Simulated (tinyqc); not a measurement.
Dispersion: Heisenberg magnet: exchange from energy differences, ordering vector, linear spin waves and ordering temperature. Computed by tinyqc, a small Python program. Command: `OMP_NUM_THREADS=1 python tinyqc.py 3020467 3020468 out.jsonl magnon walk`. One thread of a shared host (Intel(R) Xeon(R) Processor @ 2.30GHz), about 0.3 s of CPU time with the checks.

H = -sum over pairs <ij> J_ij S_i.S_j - K sum_i (S_i^z)^2, each pair once, J > 0 ferromagnetic. First neighbours: 12 at a (0.5, 0.5, 0), second: 6 at a (1, 0, 0), with all permutations and signs.

Inputs (values chosen for the exercise, for a model magnet):
```
quantity                  value      unit
exchange J1                0.75       meV
exchange J2                0.16       meV
spin S                        1         -
single-ion anisotropy K  0.0033       meV
lattice constant a         3.97  angstrom
```

Lattice: fcc. Order: ferromagnetic.

Method:
- g_s(q) = sum over shell s of cos(q.R), z1 = g1(0). E(q) = S [J(0) - J(q)] + (2S - 1) K, J(q) = J1 g1 + J2 g2. The factor 2S - 1 removes the anisotropy for S = 1/2.
- sum R_x^2 over the shells is s1 = 2 a^2 and s2 = 2 a^2. E = gap + D q^2 with D = (S/2)(J1 s1 + J2 s2) and gap = (2S - 1) K.
- J(q) = J1 g1(q) + J2 g2(q), g_s(q) = sum over shell s of cos(q.R).

gap = 0.0033 meV

stiffness D = 14.3424 meV angstrom^2

Energies (meV); X = (1, 0, 0), L = (0.5, 0.5, 0.5) in 2 pi/a:
```
line  fraction of the way    E(q)  gap + D q^2
G-X                  0.10   0.358        0.363
G-X                  0.25   2.081        2.249
G-X                  0.50   6.643        8.985
G-X                  0.75  10.566       20.211
G-X                  1.00  12.003       35.929
G-L                  0.10   0.271        0.273
G-L                  0.25   1.602        1.687
G-L                  0.50   5.463        6.739
G-L                  0.75   9.324       15.159
G-L                  1.00  10.923       26.947
```

What does the comparison show, and why?

At the end of the G-X rows the long-wave form is 2.99 times the true energy. At the end of the G-L rows the long-wave form is 2.47 times the true energy. It holds to 5 % in 2 of the ten rows; nearer the zone boundary the cosine flattens the band.
